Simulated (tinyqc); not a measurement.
Surface photovoltage measurement of the minority-carrier diffusion length in a wafer: one step, computed by the program tinyqc. Command: `OMP_NUM_THREADS=1 python tinyqc.py 3130541 3130542 out.jsonl spv walk`. One thread of a shared host (Intel(R) Xeon(R) Processor @ 2.30GHz), about 0.01 s of CPU time with the checks.

Low injection, steady light, a depletion layer much thinner than 1/alpha and L. The excess density dn is taken at the front edge of the neutral region; light that reaches the back is lost.

Question. One wavelength. alpha = (84.732/lambda - 76.417)^2 per cm with lambda in micrometre (an empirical fit for silicon between 0.7 and 1.05 micrometre). Thick wafer: dn = Phi L/((S_f + D/L)(L + 1/alpha)). Finite wafer, with s = S_b L/D, w = W/L, a = alpha L: dn = [Phi a/(a^2 - 1)] [a - B - exp(-alpha W)(a - s)/(cosh w + s sinh w)]/(S_f + B D/L), B = (sinh w + s cosh w)/(cosh w + s sinh w). Photovoltage V = (k_B T/e) ln(1 + dn/n_0). Lifetime = L^2/D.

Inputs (values chosen for the exercise, modelled on p-type silicon at room temperature):
```
quantity,value,unit
diffusion length L,44,micrometre
wafer thickness W,525,micrometre
diffusivity D,32.6,cm^2/s
front recombination velocity S_f,35000,cm/s
back recombination velocity S_b,200,cm/s
photon flux entering,5.5e+11,1/(cm^2 s)
minority density at the surface barrier scale n_0,2.5e+10,1/cm^3
temperature T,298,K
wavelength,947,nm
```

Constants: k_B = 8.617333262e-05 eV/K.

Give: alpha; penetration depth 1/alpha; dn, thick wafer; B; dn, finite wafer; photovoltage V; lifetime.

Answer.

alpha = 170.5 1/cm

penetration depth 1/alpha = 58.65 micrometre

dn, thick wafer = 5.559e+06 1/cm^3

B = 1.0000

dn, finite wafer = 5.559e+06 1/cm^3

photovoltage V = 0.005709 mV

lifetime = 0.5939 microsecond
